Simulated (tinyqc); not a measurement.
Resistance of a source-drain extension with a graded tip: two steps of the calculation.

y runs along the channel, the gate covers y > 0. The doping is N0 for y < y0 and N0 10^(-(y - y0)/la) beyond, uniform over the depth xj. Sheet conductance s(y) = q mu(N) max(N - Nch, 0) xj + (for y > 0) ma Cox Vo, with mu(N) = u0 + (u1 - u0)/(1 + (N/Nr)^au) and Cox = eps0 eox/tox. Current is taken as one-dimensional; depletion of the tip, spreading and the contact are left out. The metallurgical junction lies at yj, where N = Nch.

Inputs (values chosen for the exercise); mobility law close to that of holes in silicon:
- eox = 3.9 (relative permittivity of the gate insulator (close to silicon dioxide))
- tox = 2.7 nm (insulator thickness)
- N0 = 2.1e20 cm^-3 (active doping of the extension far from the gate)
- la = 4.1 nm/decade (lateral abruptness)
- y0 = 0.5 nm (position under the gate where the fall begins (gate edge at 0))
- xj = 9 nm (depth of the extension)
- Nch = 2.5e18 cm^-3 (channel doping)
- Vo = 0.49 V (gate overdrive)
- ma = 48 cm^2/(V s) (mobility of the gate-induced layer)
- u1 = 470.5 cm^2/(V s) (mobility at low doping)
- u0 = 44.9 cm^2/(V s) (mobility at high doping)
- Nr = 2.23e17 cm^-3 (reference doping)
- au = 0.719 (exponent)
- Lg = 60 nm (gate length)

Constants: q = 1.602176634e-19 C, eps0 = 8.8541878128e-14 F/cm where lengths are in cm. Results are converted to the units shown.

Problem 1. Sheet resistances and junction position. yj = y0 + la log10(N0/Nch); sheet resistance of the full extension 1/[q mu(N0)(N0 - Nch) xj] and of the gate-induced layer 1/(ma Cox Vo); metallurgical length Lg - 2 yj; ye is where the doped and the gate-induced conductances are equal.

Find: yj; sheet resistance of the extension; sheet resistance of the induced layer; metallurgical length; ye; N at ye.

Solution 1.

yj = 8.3895 nm
sheet resistance of the extension = 696.67 ohm/square
sheet resistance of the induced layer = 33244 ohm/square
metallurgical length = 43.221 nm
ye = 7.1867 nm
N at ye = 4.9126e18 cm^-3

The gate takes over 1.20 nm before the junction, where N is still 1.97 times the channel doping.

Problem 2. Resistance of the overlapped part. Midpoint rule on 12 equal steps from 0 to yj: R_ov = sum h/s(y), per width.

Wanted: y; N; doped conductance; sheet resistance; R_ov.

Solution 2.

```
point  y (nm)  N (cm^-3)  doped conductance (uS)  sheet resistance (ohm/square)
0      0.3496   2.100e20                    1435                          682.4
1       1.049   1.543e20                    1067                          911.8
2       1.748   1.042e20                   732.7                           1311
3       2.447   7.036e19                   504.8                           1869
4       3.146   4.752e19                   348.7                           2640
5       3.845   3.209e19                   241.1                           3687
6       4.544   2.167e19                   166.3                           5092
7       5.243   1.463e19                   113.6                           6961
8       5.943   9.880e18                   75.62                           9461
9       6.642   6.672e18                   47.47                        1.289e4
10      7.341   4.505e18                   25.69                        1.793e4
11      8.040   3.042e18                   7.921                        2.631e4
```

R_ov = 62.75 ohm um

tinyqc, about 0.05 s, one thread, Intel Xeon 2.30GHz (shared host): `OMP_NUM_THREADS=1 python tinyqc.py 2282145 2282146 out.jsonl`
